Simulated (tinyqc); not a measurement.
Band filling: full bands against the rectangular model: Slater-Koster d bands of a bcc metal.

Slater-Koster d bands. For a bond with direction cosines (l, m, n) the 5 x 5 block is dds Ps + ddp Pp + ddd (1 - Ps - Pp), the projectors on sigma, pi and delta states about the bond; for instance <xy|xy> = 3 l^2 m^2 dds + (l^2 + m^2 - 4 l^2 m^2) ddp + (n^2 + l^2 m^2) ddd, <xy|yz> = 3 l m^2 n dds + l n (1 - 4 m^2) ddp + l n (m^2 - 1) ddd and <3z2-r2|3z2-r2> = (n^2 - (l^2 + m^2)/2)^2 dds + 3 n^2 (l^2 + m^2) ddp + (3/4)(l^2 + m^2)^2 ddd. H(k) sums the blocks times cos(k.R) over the neighbours; the d level is the zero of energy; k in 2 pi/a.

Neighbours: eight at (a/2)(1,1,1) and equivalents, and six at a(1,0,0) and equivalents with the integrals times f2.

Mesh: k = f1 b1 + f2 b2 + f3 b3 with fractions (j + 1/2)/N, j = 0 to N - 1, and b = (-1,1,1), (1,-1,1), (1,1,-1) for fcc, (0,1,1), (1,0,1), (1,1,0) for bcc, unit vectors for simple cubic. The lowest Nd/10 of all levels are filled with two electrons each; the bond energy is their sum per atom.

Parameters, chosen for this exercise (of the size met in W; shifted at random, so the results belong to these values and not to a real crystal):

| symbol | value | unit | meaning |
|---|---|---|---|
| dds | -1.561 | eV | dd sigma |
| ddp | 0.874 | eV | dd pi |
| ddd | -0.265 | eV | dd delta |
| f2 | 0.487 |  | factor on all three integrals for second neighbours |
| N | 8 |  | mesh |

W = sqrt(12 mu2) with mu2 the mean square level on the mesh; rectangular model: Fermi level W (Nd/10 - 1/2), bond energy -W Nd (10 - Nd)/20. The Fermi level of the mesh is the highest filled level.

Per atom (eV):

| Nd | EF, bands | bond energy, bands | EF, rectangle | bond energy, rectangle |
|---|---|---|---|---|
| 1 | -3.741 | -4.195 | -3.854 | -4.336 |
| 2 | -3.109 | -7.605 | -2.891 | -7.708 |
| 3 | -2.530 | -10.439 | -1.927 | -10.117 |
| 4 | -0.714 | -12.351 | -0.964 | -11.562 |
| 5 | 0.884 | -12.301 | 0.000 | -12.044 |
| 6 | 1.649 | -11.009 | 0.964 | -11.562 |
| 7 | 1.926 | -9.236 | 1.927 | -10.117 |
| 8 | 2.489 | -7.020 | 2.891 | -7.708 |
| 9 | 3.546 | -4.189 | 3.854 | -4.336 |

W = 9.635 eV
full width on the mesh = 11.047 eV

What can be read from this table?

The bond energy is deepest at Nd = 4 (-12.351 eV); the rectangle has its minimum at 5. The two differ most at Nd = 7, by 0.880 eV or 7 % of the deepest value: the second moment fixes the parabola, and higher moments the rest. At Nd = 3 and 7 the bands give -10.439 and -9.236 eV, a skew towards less than half filling.

Program tinyqc; command `OMP_NUM_THREADS=1 python tinyqc.py 1482254 1482255 out.jsonl`; about 0.05 s on one thread of a shared Intel(R) Xeon(R) Processor @ 2.30GHz.
